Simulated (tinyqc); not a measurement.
# Floating body of a partially depleted SOI transistor: body voltage and kink: effects of single changes

Source at 0 V. Channel current Ic = 2 nf K Vt^2 [F(0) - F(Vd)](1 + la Vd), F(V) = ln^2(1 + exp((Vg - VT - nf V)/(2 nf Vt))), VT = VT0 - gb Vb. Saturation voltage Vs = 2 Vt sqrt(F(0)) + 3 Vt, excess Ve = (Vd - Vs + sqrt((Vd - Vs)^2 + 0.0004 V^2))/2, multiplication M1 = Ai Ve exp(-Bl/Ve). Each junction passes D(v) = J1 (exp(v/Vt) - 1) + J2 (exp(v/(2 Vt)) - 1). Bipolar current Ib = bb J1 (exp(Vb/Vt) - 1). The body settles where M1 (Ic + Ib) = D(Vb) + D(Vb - Vd) + Vb/Rb; drain current Id = (1 + M1)(Ic + Ib) - D(Vb - Vd).

Values chosen for this exercise; values of the order met in partially depleted silicon-on-insulator transistors: temperature T = 300 K; threshold at zero body voltage VT0 = 0.4 V; fall of the threshold per volt of body voltage gb = 0.17; slope factor nf = 1.36; gain factor per width K = 420 uA/(V^2 um); channel-length modulation factor la = 0.1 1/V; impact-ionisation prefactor Ai = 3.39 1/V; impact-ionisation voltage Bl = 6.7 V; diffusion saturation current of each junction J1 = 8.5e-13 uA/um; recombination saturation current of each junction J2 = 7.4e-9 uA/um; gain of the lateral bipolar transistor on the diffusion current bb = 1; resistance of a weak body tie to the source (1e9 stands for no tie, and the term is then dropped) Rb = 1e9 kohm um; gate voltage Vg = 0.81 V; drain voltage Vd = 2.2 V.

Constants: q = 1.602176634e-19 C, kB = 1.380649e-23 J/K, Vt = kB T/q. Results are converted to the units shown.

Each table varies one quantity; the others keep the values above.

## Output curve and kink

Rows with more than one solution for Vb (latch) are left out; dId/dVd by a forward difference over 1e-4 V, swing = 1e-4 V over the change of log10 Id; M1 under 1e-12 is printed as 0.

Output curve and kink:
```
Vd (V)  Vb (V)        M1  Id, floating (uA/um)  Id, grounded (uA/um)  ratio  dId/dVd, floating (uS/um)  dId/dVd, grounded (uS/um)
0.8     0.2705  4.037e-8                 34.69                 28.06  1.236                      51.86                      2.598
1       0.5112  1.133e-5                 41.95                 28.58  1.468                      23.05                      2.622
1.2     0.6070  3.146e-4                 45.58                 29.12  1.565                      15.03                      2.858
1.4     0.6634  0.002516                 48.36                 29.77  1.625                      13.42                      3.683
1.6     0.7017   0.01040                 51.24                 30.66  1.671                      16.09                      5.386
1.8     0.7299   0.02923                 55.10                 31.98  1.723                      23.40                      8.031
2       0.7521   0.06434                 60.97                 33.92  1.797                      36.36                      11.52
2.2     0.7706    0.1202                 70.18                 36.64  1.916                      57.45                      15.69
```

Read the table: what changes, and by how much?

Vb rises from 0.271 to 0.771 V and the ratio of the currents rises from 1.24 to 1.92. The output conductance with a floating body exceeds the grounded value by the largest factor among the rows, 20.0, at Vd = 0.8 V, where Vb = 0.271 V and M1 = 4.04e-8.

## Transfer curve and swing

Same model as above.

Transfer curve and swing:
columns A: Vg (V); B: Vb (V); C: M1; D: Id, floating (uA/um); E: Id, grounded (uA/um); F: ratio; G: swing, floating (mV/decade); H: swing, grounded (mV/decade)
```
A           B       C         D         E      F      G      H
-0.05  0.3193  0.3062  1.595e-5  3.364e-6  4.740  60.80  81.20
0.05   0.4760  0.3056  6.747e-4  5.739e-5  11.76  63.84  81.25
0.15   0.5762  0.3029   0.01969  9.651e-4  20.41  73.20  82.13
0.25   0.6518  0.2924    0.3448   0.01521  22.67  91.52  85.69
0.35   0.7041  0.2673     2.741    0.1924  14.24  141.3  98.67
0.45   0.7344  0.2326     9.837     1.462  6.726  233.3  135.8
0.55   0.7516  0.1973     21.87     5.828  3.752  355.3  208.4
0.65   0.7618  0.1649     37.88     14.43  2.625  491.7  309.8
0.75   0.7681  0.1359     57.18     27.17  2.105  633.1  426.4
```

What does the table show?

Vb rises from 0.319 to 0.768 V. The smallest swing among the rows is 60.8 mV a decade with a floating body (at Vg = -0.05 V) and 81.2 with a grounded one; Vt ln 10 = 59.5. The floating swing is smaller by more than 3 % for Vg = -0.05, 0.05, 0.15 V, where the rising Vb lowers the threshold as Vg rises. In the first row the floating body raises the current by a factor of 4.74.

Range of the model: The multiplication law is an empirical form chosen for the exercise; self-heating and capacitive coupling to the body are left out, and the linear laws are rough once Vb passes about 0.7 V or M1 about 0.1.

tinyqc, about 0.2 s, one thread, Intel Xeon 2.30GHz (shared host): `OMP_NUM_THREADS=1 python tinyqc.py 2182099 2182100 out.jsonl`
